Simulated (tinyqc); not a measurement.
Inside a calculation. Model: geometry relaxation of a small cluster. Computed by tinyqc, a small Python program that keeps every step. Command: `OMP_NUM_THREADS=1 python tinyqc.py 3001423 3001424 out.jsonl relax walk`. One thread of a shared host (Intel(R) Xeon(R) Processor @ 2.30GHz), about 0.02 s of CPU time with the checks. Intermediate numbers are printed to about 5 digits and carried at full precision; extremes and crossings named in words are read from the listed rows.

E = sum_i {sum_j A exp(-p (r_ij/r0 - 1)) - xi sqrt(rho_i)}, rho_i = sum_j exp(-2 q (r_ij/r0 - 1)); the force on i is -sum_j w_ij (R_i - R_j)/r_ij with w_ij = -(2p/r0) A exp(-p (r_ij/r0 - 1)) + (xi q/r0) exp(-2 q (r_ij/r0 - 1)) (rho_i^(-1/2) + rho_j^(-1/2)).

Inputs (values chosen for the exercise, for model atoms):

| quantity | value | unit |
|---|---|---|
| length r0 | 2.37 | angstrom |
| repulsion A | 0.19 | eV |
| hopping xi | 2.5 | eV |
| decay p | 11.3 | - |
| decay q | 2.97 | - |
| step factor eta | 0.011 | angstrom^2/eV |
| largest number of steps | 500 | - |

Potential: Gupta. Method: conjugate gradient.

starting positions (angstrom):
```
           x      y      z
atom 1  0.03  -0.08   0.24
atom 2  2.17   0.02   0.05
atom 3   2.1   2.22  -0.05
atom 4  -0.1   2.15   0.11
atom 5  1.17   1.17   1.36
atom 6  0.98    1.3  -1.45
```

## Energy and forces at the start

Evaluate E and the forces at the starting positions.

distances (angstrom): 1-2 2.1507, 1-3 3.1079, 1-4 2.2376, 1-5 2.0289, 1-6 2.3797, 2-3 2.2034, 2-4 3.1134, 2-5 2.0096, 2-6 2.3032, 3-4 2.2069, 3-5 1.9888, 3-6 2.0151, 4-5 2.0337, 4-6 2.0791, 5-6 2.8194

energy at the start = -25.319 eV

forces (eV/angstrom):
```
             x       y       z
atom 1  -2.798  -2.049  -2.594
atom 2   2.995  -2.852  -3.353
atom 3   5.417   5.340  -1.127
atom 4  -4.132   2.817  -0.644
atom 5  -0.296   0.241  11.390
atom 6  -1.187  -3.497  -3.671
```

## The first two steps

Conjugate gradient (Polak-Ribiere): d = F + beta d(old), beta = max(0, F.(F - F(old))/|F(old)|^2), d = F at first; step length from one secant, s = eta (F.d)/(F.d - F(R + eta d).d), replaced by eta if that is not positive; R(new) = R + s d. No atom moves more than 0.3 angstrom a step (the whole step is scaled). Stop when the largest force component is below 1e-5 eV/angstrom.

positions after step 1 (angstrom):
```
              x        y        z
atom 1  -0.0047  -0.1054   0.2078
atom 2   2.2071  -0.0153   0.0084
atom 3   2.1671   2.2862  -0.0640
atom 4  -0.1512   2.1849   0.1020
atom 5   1.1663   1.1730   1.5012
atom 6   0.9653   1.2567  -1.4955
```

energy after step 1 = -26.958 eV

positions after step 2 (angstrom):
```
              x        y        z
atom 1   0.0301  -0.0212   0.1182
atom 2   2.1558   0.0646  -0.0591
atom 3   2.1646   2.2794  -0.0446
atom 4  -0.1255   2.1595   0.1033
atom 5   1.1744   1.1757   1.5935
atom 6   0.9507   1.1220  -1.4513
```

energy after step 2 = -27.143 eV

## All steps

The formulas are those given above.

Course of the relaxation:

| step | E (eV) | largest force (eV/angstrom) | force calls |
|---|---|---|---|
| 0 | -25.319 | 1.1390e+01 | 1 |
| 1 | -26.958 | 1.5637e+00 | 3 |
| 2 | -27.143 | 2.2065e+00 | 5 |
| 3 | -27.070 | 2.6767e+00 | 7 |
| 4 | -27.253 | 8.4192e-01 | 9 |
| 5 | -27.299 | 3.1455e-01 | 11 |
| 6 | -27.308 | 1.8642e-01 | 13 |
| 7 | -27.310 | 5.5979e-02 | 15 |
| 8 | -27.310 | 2.4097e-02 | 17 |
| 9 | -27.310 | 3.9607e-03 | 19 |
| 10 | -27.310 | 1.3344e-03 | 21 |
| 11 | -27.310 | 1.2598e-04 | 23 |
| 12 | -27.310 | 1.2058e-04 | 25 |
| 13 | -27.310 | 1.3919e-05 | 27 |
| 14 | -27.310 | 5.2969e-06 | 29 |

final positions (angstrom):
```
              x        y        z
atom 1   0.0025  -0.0177   0.1332
atom 2   2.2038   0.0705  -0.0298
atom 3   2.1141   2.2777  -0.0466
atom 4  -0.0871   2.1895   0.1165
atom 5   1.1730   1.1465   1.6011
atom 6   0.9436   1.1135  -1.5144
```

final energy = -27.310 eV

steps = 14

largest force at the end = 5.2969e-06 eV/angstrom

Converged in 14 steps.

## Curvatures at the end

Hessian at the final positions by central differences of the forces; six eigenvalues vanish (translations and rotations). Steepest descent is stable for eta below 2/lambda_max and contracts the softest mode by 1 - eta lambda_min a step.

non-zero eigenvalues (eV/angstrom^2): 8.856  8.856  8.856  9.032  9.032  18.350  18.350  18.350  34.147  34.147  34.147  54.900

condition number = 6.1993

largest stable eta = 0.036430 angstrom^2/eV

contraction of the softest mode = 0.90259

All are positive, so the end point is a minimum.

## Four methods from the same start

Steepest descent: R(new) = R + eta F. BFGS: R(new) = R + B F with the inverse Hessian B = eta 1 at first; with s = R(new) - R, y = F - F(new), rho = 1/(y.s): B(new) = (1 - rho s y^T) B (1 - rho y s^T) + rho s s^T, skipped if y.s is not positive. FIRE with unit mass: if F.v > 0, v = (1 - a) v + a |v| F/|F|, and after more than 5 such steps in a row dt = min(1.1 dt, 5 dt0), a = 0.99 a; else v = 0, a = 0.1, and dt = dt/2 (not at the first step). Then v = v + dt F, R(new) = R + dt v. dt0 = sqrt(eta), a = 0.1 at first. In this comparison each method may take up to 1500 steps.

Cost:

| method | steps | force calls | final E (eV) | calls to reach 1e-2 |
|---|---|---|---|---|
| steepest descent | 113 | 114 | -27.310 | 46 |
| conjugate gradient | 14 | 29 | -27.310 | 19 |
| BFGS | 24 | 25 | -27.310 | 13 |
| FIRE | 133 | 134 | -27.310 | 61 |

In force calls the order is BFGS (25), conjugate gradient (29), steepest descent (114), FIRE (134). All that converged end at the same energy. Near the minimum steepest descent multiplies the slowest mode by 0.903 in size a step, 22 steps a decade of force, at a condition number of 6.2. On this problem it beats FIRE in force calls.

Checks made by the program: forces against finite differences of E (relative difference 6e-10).
